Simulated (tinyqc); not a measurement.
A spin-degenerate level with charging energy between two leads, rate equations: one step of the calculation.

States 0, up, down and 2 with energies 0, e1 - Ez/2, e1 + Ez/2 and 2 e1 + U. mu_L = +V/2, mu_R = -V/2 (meV), f(x) = 1/(1 + exp(x/kB T)). A transition that adds one electron of given spin at the energy E has the rate G f(E - mu) from each lead, and its reverse G [1 - f(E - mu)]. I counts electrons leaving the left lead, times q.

Task. Steady state and current. Steady state: W p = 0 with sum p = 1. I = q GL sum over transitions i-j of [fL p_i - (1 - fL) p_j].

Values chosen for this exercise:
- GL = 0.051 1/ns (tunnel rate to the left lead)
- GR = 0.18 1/ns (tunnel rate to the right lead)

Constants: q = 1.602176634e-19 C. Results are converted to the units shown.

W (1/ns):
```
                0           up         down            2
0     -0.46199173   0.00000413   0.00000413   0.00000000
up     0.23099587  -0.05019509   0.00000000   0.18080904
down   0.23099587   0.00000000  -0.05019509   0.18080904
2      0.00000000   0.05019096   0.05019096  -0.36161809
```

fL, transition 0-up to down-2: [1.0000000, 1.0000000, 0.9786311, 0.9786311]

Give: p; mean number of electrons; I.

Result.

p: 0 0.00001, up 0.43906, down 0.43906, 2 0.12188
mean number of electrons = 1.1219
I = 6.9794 pA

In units of q GL GR/(GL + GR) = 6.37 pA the current is 1.10; two independent spin channels fully inside the bias window would give 2.

Range of the model: Rate equations need hbar G well below kB T; cotunnelling and the Kondo effect are left out.

Computed by the program tinyqc: `OMP_NUM_THREADS=1 python tinyqc.py 2780117 2780118 out.jsonl`, one thread of a shared Intel Xeon 2.30GHz, about 0.01 s for the whole run.
